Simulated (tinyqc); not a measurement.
The mobility curve: inversion-layer mobility, back-scattering and ballistic limit of a field-effect transistor. Computed by tinyqc, a small Python program. Command: `OMP_NUM_THREADS=1 python tinyqc.py 3031359 3031360 out.jsonl mos walk`. One thread of a shared host (Intel(R) Xeon(R) Processor @ 2.30GHz), about 0.01 s of CPU time with the checks.

The charge at the top of the source barrier is fixed by the gate; series resistance and short-channel effects are left out. F_j are Fermi integrals normalised to exp(eta) in the classical limit.

Inputs (values chosen for the exercise, modelled on a germanium p-channel):

| quantity | value | unit |
|---|---|---|
| weight w of the inversion charge | 0.333 | - |
| permittivity eps | 16 | - |
| phonon mobility at 1 MV/cm and 300 K, mu_ph | 230 | cm^2/(V s) |
| roughness mobility at 1 MV/cm, mu_sr | 290 | cm^2/(V s) |
| Coulomb mobility at N_inv = 1e12/cm^2, mu_C | 450 | cm^2/(V s) |
| electrical oxide thickness t_inv | 1.9 | nm |
| depletion charge N_dep | 4.6e+11 | 1/cm^2 |
| temperature T | 300 | K |

Statistics at the top of the barrier: Fermi-Dirac.

Constants: eps_0 = 8.8541878128e-12 F/m; e = 1.602176634e-19 C.

Method. N_inv = 3.9 eps_0 (V_G - V_T)/(e t_inv); effective field E_eff = e (N_dep + w N_inv)/(eps eps_0). mu_phonon = mu_ph (E_eff/1 MV/cm)^(-0.3) (T/300 K)^(-1.75); mu_rough = mu_sr (E_eff/1 MV/cm)^(-2); mu_Coulomb = mu_C (N_inv/1e12 cm^-2) (T/300 K); Matthiessen's rule adds 1/mu.

Mobilities (cm^2/(V s)):

| V_G - V_T (V) | N_inv (1/cm^2) | E_eff (MV/cm) | phonon | roughness | Coulomb | total |
|---|---|---|---|---|---|---|
| 0.03 | 3.4031e+11 | 0.06484 | 522.61 | 68979 | 153.1 | 118.23 |
| 0.06 | 6.8061e+11 | 0.07766 | 495.08 | 48090 | 306.3 | 188.48 |
| 0.12 | 1.3612e+12 | 0.10329 | 454.48 | 27183 | 612.6 | 258.42 |
| 0.20 | 2.2687e+12 | 0.13746 | 417.13 | 15347 | 1020.9 | 290.53 |
| 0.35 | 3.9702e+12 | 0.20154 | 371.89 | 7139 | 1786.6 | 295.09 |
| 0.50 | 5.6718e+12 | 0.26563 | 342.33 | 4110 | 2552.3 | 281.20 |
| 0.75 | 8.5077e+12 | 0.37243 | 309.33 | 2091 | 3828.5 | 251.74 |
| 1.00 | 1.1344e+13 | 0.47923 | 286.79 | 1263 | 5104.6 | 223.48 |
| 1.50 | 1.7015e+13 | 0.69283 | 256.77 | 604 | 7656.9 | 176.04 |

The lowest part is Coulomb from 0.0300 to 0.0600, phonon from 0.120 to 1.50 V. The total peaks at 295 near E_eff = 0.20 MV/cm: screening lifts it at low density and the field presses it down at high density.

Extremes, crossings and ranges named in words are read from the listed rows.
